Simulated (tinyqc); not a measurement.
Worked calculation: RHF in the sto-3g basis, for H3+, spin multiplicity 1. One step of it, computed by the program tinyqc.

Problem. Iteration 2: diagonalisation and new density. Diagonalise F' = X^T F X, C = X C', fill 1 alpha and 1 beta electrons from the bottom; D = 2 C_occ C_occ^T. Each column has its largest component positive (the first on a tie).

Fock matrix F (hartree), lower triangle:
```
           1H 1s      2H 1s      3H 1s
1H 1s  -0.537185
2H 1s  -0.408966  -0.537185
3H 1s  -0.408893  -0.408893  -0.537160
```

X:
```
               1          2         3
1H 1s   0.832655  -0.480680  0.462623
2H 1s  -0.832655  -0.480680  0.462623
3H 1s   0.000000   0.961434  0.462587
```

Give: F' = X^T F X; orbital energies; coefficients C; D after iteration 2.

Solution.

F' = X^T F X (hartree), lower triangle:
```
        1       2       3
1  -0.178
2   0.000  -0.178
3   0.000   0.000  -0.870
```

orbital energies (hartree): MO1 -0.870, MO2 -0.178, MO3 -0.178

coefficients C:
```
         MO1     MO2     MO3
1H 1s  0.463  -0.481   0.833
2H 1s  0.463  -0.481  -0.833
3H 1s  0.463   0.961   0.000
```

D after iteration 2, lower triangle:
```
       1H 1s  2H 1s  3H 1s
1H 1s  0.428
2H 1s  0.428  0.428
3H 1s  0.428  0.428  0.428
```
